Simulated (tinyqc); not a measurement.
Long-channel MOSFET, surface-potential model: one step of the calculation.

n-channel transistor on a uniformly doped p-type body, gradual-channel approximation, constant mobility, Boltzmann statistics, full ionisation. Potentials are counted from the neutral body; V is the electron quasi-Fermi potential, Vsb at the source and Vsb + Vds at the drain. Charges are magnitudes per area.

Problem. Pao-Sah current by Simpson's rule. I = mu (W/L) integral of Qi dV; Simpson's rule on the 11 points, step Vds/10, weights 1, 4, 2, ..., 4, 1 times step/3.

Parameters, values chosen for the exercise; material values those of a made-up semiconductor: channel mobility mu = 110 cm^2/(V s); gate width W = 1 um; gate length L = 0.5 um; drain-source voltage Vds = 0.2 V.

Qi, Pao-Sah, point 0 to 10 (nC/cm^2): 83.051334  72.888246  62.969193  53.351124  44.110332  35.350079  27.210132  19.875446  13.573613  8.5366267  4.9003824

Wanted: Pao-Sah current.

Solution.

Pao-Sah current = 1.677 uA

Gauss-Legendre quadrature on many points gives 1.677 uA, so this value is within 0.01 % of it; the charge-sheet current, 1.659 uA, is 1.1 % below it.

Computed by the program tinyqc: `OMP_NUM_THREADS=1 python tinyqc.py 2360106 2360107 out.jsonl`, one thread of a shared Intel Xeon 2.30GHz, about 0.06 s for the whole run.
